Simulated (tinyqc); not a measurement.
Electron continuity equation in a given potential, Scharfetter-Gummel discretisation: two steps of the calculation.

Steady state in one dimension: J = q mu n E + q D dn/dx with E = -dpsi/dx and D = mu Vt, dJ/dx = 0, fixed densities nL and nR at the ends. The potential is given, psi = U (x/L)^2, and is not changed by the electrons.

Values chosen for this exercise; mobility close to that of germanium at room temperature:

| symbol | value | unit | meaning |
|---|---|---|---|
| T | 300 | K | temperature |
| mu | 3870 | cm^2/(V s) | electron mobility |
| L | 0.12 | um | length of the region |
| nL | 4e15 | cm^-3 | density at x = 0 |
| nR | 3.1e16 | cm^-3 | density at x = L |

Constants: q = 1.602176634e-19 C, kB = 1.380649e-23 J/K, Vt = kB T/q. Results are converted to the units shown.

Problem 1. Bernoulli factors. d_i = (psi_(i+1) - psi_i)/Vt; B(d) = d/(exp(d) - 1), B(0) = 1. The flux on interval i is J_i = (q D/h) [n_(i+1) B(d_i) - n_i B(-d_i)].

```
node,psi (V)
0,0.0000000
1,0.0082645
2,0.0330579
3,0.0743802
4,0.1322314
5,0.2066116
6,0.2975207
7,0.4049587
8,0.5289256
9,0.6694215
10,0.8264463
11,1.0000000
```

Wanted: d_i; B(d_i); B(-d_i).

Solution 1.

```
interval,d_i,B(d_i),B(-d_i)
0,0.320,0.8487,1.168
1,0.959,0.5960,1.555
2,1.598,0.4052,2.004
3,2.238,0.2673,2.505
4,2.877,0.1716,3.049
5,3.517,0.1076,3.624
6,4.156,0.06617,4.222
7,4.795,0.03998,4.835
8,5.435,0.02381,5.458
9,6.074,0.01401,6.088
10,6.713,0.008164,6.722
```

The largest |d_i| is 6.71, above 2, where central differences lose the sign pattern that keeps densities positive.

Problem 2. Tridiagonal system for the inner nodes. Row i (1 to 10): B(-d_(i-1)) n_(i-1) + b_i n_i + B(d_i) n_(i+1) = f_i with b_i = -B(-d_i) - B(d_(i-1)) and f_i = 0; the known end values are moved to the right: f_1 loses B(-d_0) nL and f_10 loses B(d_10) nR. h = L/11, D = mu Vt.

```
interval,B(d_i),B(-d_i)
0,0.84866015,1.1683438
1,0.59597287,1.5550240
2,0.40515470,2.0035732
3,0.26727630,2.5050622
4,0.17163066,3.0487839
5,0.10764721,3.6241679
6,0.066167496,4.2220555
7,0.039982030,4.8352375
8,0.023814509,5.4584373
9,0.014014401,6.0880046
10,0.0081638202,6.7215214
```

Find: diagonal b; right side f.

Solution 2.

```
node,diagonal b,right side f (cm^-3)
1,-2.4037,-4.6734e15
2,-2.5995,0
3,-2.9102,0
4,-3.3161,0
5,-3.7958,0
6,-4.3297,0
7,-4.9014,0
8,-5.4984,0
9,-6.1118,0
10,-6.7355,-2.5308e14
```

Range of the model: The drift velocity mu E exceeds 1e7 cm/s somewhere, where real mobilities no longer stay constant.

Numbers from tinyqc (`OMP_NUM_THREADS=1 python tinyqc.py 2220042 2220043 out.jsonl`; about 0.01 s on one thread of a shared Intel Xeon 2.30GHz).
